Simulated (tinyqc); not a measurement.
Inside a calculation. Method: LDA (VWN5) atom on a uniform radial grid, spin-unpolarised, for F. Computed by tinyqc, a small Python program that keeps every step. Settings: Z = 9, points = 256, R = 11.4, functional = lda,vwn, mixing = 0.2, iteration cap = 70. Command: `OMP_NUM_THREADS=1 python tinyqc.py 30054 30055 out.jsonl` (the two numbers bound the seeds that draw the settings). One thread of a shared host (Intel(R) Xeon(R) Processor @ 2.60GHz), about 2 s of CPU time with the checks.

Spherical atom on a uniform radial grid r_j = j h with h = R/(N + 1), h sum u^2 = 1 and integrals as h times sums, u(0) = u(R) = 0 (atomic units):
```
parameter            value
Z                        9
points N               256
R                11.400000
h                 0.044358
mixing            0.200000
electrons in 1s          2
electrons in 2s          2
electrons in 2p          5
```

Three-point differences turn -u''/2 + [l(l+1)/2r^2 - Z/r + V] u = e u into a tridiagonal matrix (diagonal 1/h^2 + potential, off-diagonal -1/2h^2). D = sum f u^2; the Hartree potential y/r solves y'' = -D/r with y(0) = 0, y(R) = N_e; v_xc comes from rho = D/(4 pi r^2); E = sum f e - int D V + int D (V_H/2 + eps_xc); V(new) = V + mixing (V_H + v_xc - V).

Stop when input and output potentials agree to 1e-7.

Course of the cycle (hartree):
```
iteration             E       e(1s)       e(2s)       e(2p)  largest |V(out) - V(in)|
1          -84.09585708  -39.003360  -10.026104  -10.159444                  2.63e+01
2          -88.56021233  -34.570558   -7.618213   -7.443984                  1.96e+01
3          -91.56137018  -31.271936   -5.851650   -5.478488                  1.44e+01
4          -93.49776150  -28.844463   -4.558311   -4.062959                  1.05e+01
5          -94.68843808  -27.080298   -3.613579   -3.047795                  7.54e+00
6          -95.38115409  -25.815346   -2.925200   -2.322043                  5.35e+00
7          -95.76006327  -24.920588   -2.424842   -1.804121                  3.76e+00
8          -95.95419451  -24.295510   -2.061825   -1.434530                  2.63e+00
9          -96.04744238  -23.863008   -1.798552   -1.170224                  1.83e+00
10         -96.08977163  -23.565249   -1.607236   -0.980311                  1.28e+00
11         -96.10824585  -23.360056   -1.467520   -0.842824                  9.01e-01
...                 ...         ...         ...         ...                       ...
60         -96.12335008  -22.820371   -1.034683   -0.423191                  7.19e-06
61         -96.12335008  -22.820370   -1.034683   -0.423190                  5.70e-06
62         -96.12335008  -22.820369   -1.034682   -0.423190                  4.52e-06
63         -96.12335008  -22.820368   -1.034681   -0.423189                  3.58e-06
64         -96.12335008  -22.820368   -1.034681   -0.423189                  2.84e-06
65         -96.12335008  -22.820367   -1.034681   -0.423188                  2.26e-06
66         -96.12335008  -22.820367   -1.034680   -0.423188                  1.79e-06
67         -96.12335008  -22.820367   -1.034680   -0.423188                  1.42e-06
68         -96.12335008  -22.820366   -1.034680   -0.423188                  1.13e-06
69         -96.12335008  -22.820366   -1.034680   -0.423188                  8.98e-07
70         -96.12335008  -22.820366   -1.034680   -0.423188                  7.13e-07
```

Can the last value be used, and what does the course show?

Not by the stop rule, although the second column moves by less than 1e-07 over the last three steps; and the uniform grid itself carries an error of order h^2 at the cusp, far above the threshold. Not converged within 70 iterations: the residual falls steadily but slowly, by a factor of about 0.79 a step. Reruns (cap 100 unless said): mixing 0.3: converged in 50; mixing 0.6: converged in 20; the original settings with a cap of 400: converged in 79. Even converged, this uniform grid resolves the cusp poorly and misses the energy of the atom.
